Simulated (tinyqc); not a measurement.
Which input was changed? Model: electromigration in a confined line: Blech product, Korhonen stress evolution and Black's law. Computed by tinyqc, a small Python program. Command: `OMP_NUM_THREADS=1 python tinyqc.py 3019583 3019584 out.jsonl emigr which`. One thread of a shared host (Intel(R) Xeon(R) Processor @ 2.30GHz), about 0.05 s of CPU time with the checks.

The electron wind pushes atoms from the cathode (x = 0) to the anode (x = L); blocking ends build a back stress (tension positive). The input rho is taken not to change with temperature. d sigma/dt = d/dx [kappa (d sigma/dx + G)], with zero flux at both ends and sigma = sigma_0 at t = 0.

Inputs (values chosen for the exercise, close to those used for ruthenium lines):
```
quantity                              value          unit
resistivity rho                        14.7  micro-ohm cm
atomic volume Omega                    13.6    angstrom^3
effective charge number Z*             0.95             -
prefactor D0                        1.2e-06         m^2/s
activation energy E                    1.34            eV
effective modulus B                      54           GPa
critical stress sigma_c                 450           MPa
initial stress sigma_0                  120           MPa
current density j                      0.82       MA/cm^2
line length L                            46            um
test temperature T                      270             C
time as a fraction of L^2/kappa, s    0.041             -
use temperature T_u                     110             C
use current density j_u                 0.3       MA/cm^2
current exponent n                        1             -
```

Start: thermal stress.

Constants: e = 1.602176634e-19 C; k_B = 8.617333262e-05 eV/K; k_B = 1.380649e-23 J/K.

Method:
- G = Z* e rho j/Omega; D = D0 exp(-E/(k_B T)); kappa = D B Omega/(k_B T); drift velocity of an unconfined line v = D Z* e rho j/(k_B T). SI: 1 micro-ohm cm = 1e-8 ohm m, 1 MA/cm^2 = 1e10 A/m^2.
- Temperatures in kelvin are T(C) + 273.15.
- At steady state sigma(x) = sigma_0 + G (L/2 - x). A void forms only if the cathode stress reaches sigma_c, that is if j L exceeds (j L)_c = 2 Omega (sigma_c - sigma_0)/(Z* e rho). Time scale tau = L^2/kappa.
- sigma(x, t) = sigma_0 + G L [1/2 - x/L - 4 sum_(m odd) cos(m pi x/L) exp(-m^2 pi^2 s)/(m pi)^2], s = t/tau, summed to m = 399.
- The terms at x = 0 are 4 exp(-m^2 pi^2 s)/(m pi)^2; tau = L^2/kappa.
- Median life t50 = A j^(-n) exp(E/(k_B T)); acceleration factor = t50(use)/t50(test) = (j/j_u)^n exp[(E/k_B)(1/T_u - 1/T)].

Question. One of these inputs alone was changed, within the range given: prefactor D0 (6e-07 to 2.4e-06); activation energy E (0.67 to 1.8); critical stress sigma_c (225 to 900); line length L (23 to 92). Which one, and to what value?

Results:
```
run     drift velocity (nm/h)  cathode stress at time s (MPa)  acceleration factor
before             0.03894564                        261.7424             425448.4
after              0.05192752                        261.7424             425448.4
```

Answer.

Each candidate set to reproduce drift velocity, and what it then gives:
```
candidate                        range searched  value needed  cathode stress at time s (MPa)  acceleration factor
prefactor D0 (m^2/s)           6e-07 to 2.4e-06      1.600e-6                          261.74           4.2545e+05
activation energy E (eV)            0.67 to 1.8         1.327                          261.74           3.7729e+05
critical stress sigma_c (MPa)        225 to 900     no effect                               -                    -
line length L (um)                     23 to 92     no effect                               -                    -
```

Only prefactor D0 fits every result: it went from 1.2e-06 to 1.60e-6 m^2/s. The next best candidate, activation energy E, misses one result by 11 %.

Caution: the test j L lies below the critical product, so the line would not void in the test and the acceleration factor is formal. Caution: j_u L lies below the critical product, so the acceleration factor is formal: at use the line would not void.
